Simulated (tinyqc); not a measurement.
From results back to parameters: phonon-assisted absorption at an indirect gap. Four cases, with inputs chosen for the exercise.

Problem. One phonon: alpha = A [N (E - Eg + w)^2 + (N + 1)(E - Eg - w)^2], each term only above its threshold, N = 1/(exp(w/kB Tm) - 1). The first two energies lie below the emission threshold and the third above it.

Constants: kB = 8.617333262e-05 eV/K.

Find: slope sqrt(A N); threshold Eg - w; w; Eg; A.

Method. sqrt(alpha) at the first two energies is a line with slope sqrt(A N) and intercept Eg - w. The excess at the third energy is A N exp(w/kB Tm) (E - (Eg - w) - 2w)^2, which has one root w with the emission threshold between the second and third energies.

Case 1.

Values chosen (out of a larger set: loosely those of Si at room temperature; Eg is not tied to T; not measured data): Es = (1.063, 1.133, 1.196) eV (three photon energies); Tm = 250 K.

alpha at the three energies (1/cm): 0.1249152  2.097106  11.70661

Solution.

slope sqrt(A N) = 15.64 1/(cm^(1/2) eV)
threshold Eg - w = 1.0404 eV
w = 57.6 meV
Eg = 1.098 eV
A = 3.3e+03 1/(cm eV^2)

Case 2.

Values chosen (out of a larger set: loosely those of SiGe at room temperature; Eg is not tied to T; not measured data): Es = (0.925, 0.985, 1.046) eV (three photon energies); Tm = 250 K.

alpha at the three energies (1/cm): 0.1710136  2.599184  14.83337

Solution.

slope sqrt(A N) = 19.98 1/(cm^(1/2) eV)
threshold Eg - w = 0.9043 eV
w = 50.7 meV
Eg = 0.955 eV
A = 3.8e+03 1/(cm eV^2)

Case 3.

Values chosen (out of a larger set: loosely those of GaP at room temperature; Eg is not tied to T; not measured data): Es = (2.202, 2.258, 2.316) eV (three photon energies); Tm = 300 K.

alpha at the three energies (1/cm): 0.3687309  6.078339  29.67586

Solution.

slope sqrt(A N) = 33.18 1/(cm^(1/2) eV)
threshold Eg - w = 2.1837 eV
w = 46.3 meV
Eg = 2.230 eV
A = 5.5e+03 1/(cm eV^2)

Case 4.

Values chosen (out of a larger set: loosely those of Si at room temperature; Eg is not tied to T; not measured data): Es = (1.108, 1.176, 1.239) eV (three photon energies); Tm = 400 K.

alpha at the three energies (1/cm): 0.3081361  4.919324  19.15804

Solution.

slope sqrt(A N) = 24.45 1/(cm^(1/2) eV)
threshold Eg - w = 1.0853 eV
w = 56.7 meV
Eg = 1.142 eV
A = 2.5e+03 1/(cm eV^2)

Computed by tinyqc, one run a case: `OMP_NUM_THREADS=1 python tinyqc.py N N+1 out.jsonl` with N = 1651836, 1651867, 1651925, 1651998; one thread of a shared Intel(R) Xeon(R) Processor @ 2.30GHz, about 0.01 s a run at most.
